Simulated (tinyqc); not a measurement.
Planar ballistic transistor, top-of-the-barrier model: two steps of the calculation.

At the top of the source barrier, states moving towards the drain are filled by the source (Fermi level 0) and states moving back by the drain (Fermi level -q Vd); nothing scatters. U is the shift of the band edge there, set by the capacitances CG, CD and CS (the total) and by the charge. Parabolic two-dimensional band; the source is grounded.

Inputs (values chosen for the exercise); mass and valleys close to those of a monolayer dichalcogenide:
- T = 250 K (temperature)
- m = 0.487 m0 (effective mass)
- gv = 2 (valley degeneracy)
- eox = 16 (relative permittivity of the gate insulator)
- tox = 1.5 nm (insulator thickness)
- aG = 0.76 (gate control CG/CS)
- E0 = 0.15 eV (band edge at the barrier top above the source Fermi level at zero bias)
- Vd = 0.1 V (drain voltage)

Constants: q = 1.602176634e-19 C, kB = 1.380649e-23 J/K, hbar = 1.054571817e-34 J s, m0 = 9.1093837015e-31 kg, Vt = kB T/q, eps0 = 8.8541878128e-14 F/cm where lengths are in cm. Results are converted to the units shown.

Problem 1. Self-consistent potential at the barrier top. eta1 = -(E0 + U)/Vt, eta2 = eta1 - Vd/Vt, n = (N0/2)[F_0(eta1) + F_0(eta2)], F_0(x) = ln(1 + exp x). U(out) = UL + q (n - n0)/CS. U(new) = U + 0.2 (U(out) - U).

U after iteration 1 = -0.17965853 eV
N0 = 8.7653457e12 cm^-2
CS = 12.426930 uF/cm^2
n0 = 8.2927139e9 cm^-2
UL = -0.6144 eV

Give: eta1; eta2; n; U(out); U after iteration 2.

Solution 1.

eta1 = 1.377
eta2 = -3.265
n = 7.184e12 cm^-2
U(out) = -0.5219 eV
U after iteration 2 = -0.2481 eV

Problem 2. Current, mean velocity and share of the gate voltage. N0 = gv m kB T/(pi hbar^2), CG = eps0 eox/tox, vT = sqrt(2 kB T/(pi m)), CS = CG/aG, n0 = n at U = 0 and Vd = 0. I = q (N0/2) vT [F_(1/2)(eta1) - F_(1/2)(eta2)] per width, F_(1/2)(x) = (2/sqrt(pi)) int_0^infinity u^(1/2)/(1 + exp(u - x)) du. Mean velocity I/(q n). CQ = (q/Vt) dn/d(eta1); the band edge follows the gate as -dU/dVg = aG/(1 + CQ/CS).

converged U = -0.26225950 eV

Wanted: eta1; n; I; mean velocity; CQ; -dU/dVg.

Solution 2.

eta1 = 5.2109
n = 2.7321e13 cm^-2
I = 4051.1 uA/um
mean velocity = 9.2547e6 cm/s
CQ = 53.230 uF/cm^2
-dU/dVg = 0.14385 eV/V

The carriers from the source are degenerate (eta1 = 5.21), and the mean velocity is 1.31 times vT = sqrt(2 kB T/(pi m)) = 7.04e6 cm/s. The drain fills a good part of the returning states, which lowers the mean.

Numbers from tinyqc (`OMP_NUM_THREADS=1 python tinyqc.py 2400057 2400058 out.jsonl`; about 0.01 s on one thread of a shared Intel Xeon 2.30GHz).
